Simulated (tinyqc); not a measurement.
Current gain against temperature: heavy doping: gap narrowing, degeneracy and the minority density.

F_j(eta) = (1/Gamma(j + 1)) integral_0^infinity x^j dx/(1 + exp(x - eta)), which tends to exp(eta) for eta << 0.

Empirical narrowing (Slotboom form, constants chosen for the exercise; published fits of this form give the apparent narrowing, here it is taken as the true one): dEg = E0 [ln(N/N0) + sqrt(ln(N/N0)^2 + C)].

Majority: N = Nc F_1/2(eta), eta the distance of EF beyond the majority band edge in kT. Degeneracy factor gam = F_1/2(eta)/exp(eta). ni0^2 = Nc Nv exp(-Eg/kT); product n p = ni0^2 gam exp(dEg/kT), dEg the true narrowing; apparent narrowing dEa = dEg + kT ln gam; minority density = n p/N.

Bipolar transistor with N as emitter doping: beta = K (N/NB) exp((dEa_B + dG - dEa_E)/kT), dEa_E = dEg(N) + kT ln gam, dEa_B = dEg(NB). For the sweep in T, Nc is scaled as (T/T0)^(3/2) from its value at T0 = T.

Constants: kB = 8.617333262e-05 eV/K.

Inputs chosen for the exercise (gap and densities of states near those of Si at this temperature; narrowing constants near the fits for Si; the results hold for these values, not for the real material): Eg = 1.125 eV (gap); Nc = 2.79e+19 1/cm^3 (conduction-band density of states); Nv = 1.16e+19 1/cm^3 (valence-band density of states); T = 300 K; E0 = 7.45 meV (narrowing scale); N0 = 1e+17 1/cm^3 (onset density); C = 0.5 (smoothing constant); N = 1e+18 1/cm^3 (ionised donors, equal to the majority density); NB = 1e+17 1/cm^3 (base doping); K = 4.4 (ratio (D_B W_E)/(D_E W_B)); dG = 120 meV (extra narrowing of the base by alloying).

Gain:

| T (K) | beta | beta with dG = 0 | without narrowing |
|---|---|---|---|
| 150 | 4.88e+04 | 4.54 | 44.0 |
| 200 | 8.43e+03 | 7.98 | 44.0 |
| 250 | 2.94e+03 | 11.2 | 44.0 |
| 300 | 1.46e+03 | 14.1 | 44.0 |
| 350 | 883 | 16.5 | 44.0 |
| 400 | 607 | 18.7 | 44.0 |
| 450 | 453 | 20.5 | 44.0 |

dEa_B + dG - dEa_E at T0 = 90.5 meV

beta is 4.88e+04 at 150 K and 453 at 450 K, since the net exponent is positive: the gap is narrower in the base. At 300 K narrowing and degeneracy change the gain by a factor 0.319 and alloying the base by 104.

Computed by tinyqc, a small Python program: `OMP_NUM_THREADS=1 python tinyqc.py 1651692 1651693 out.jsonl` (the numbers bound the seed that draws the inputs); one thread of a shared host (Intel(R) Xeon(R) Processor @ 2.30GHz), about 0.01 s for the whole set of steps.
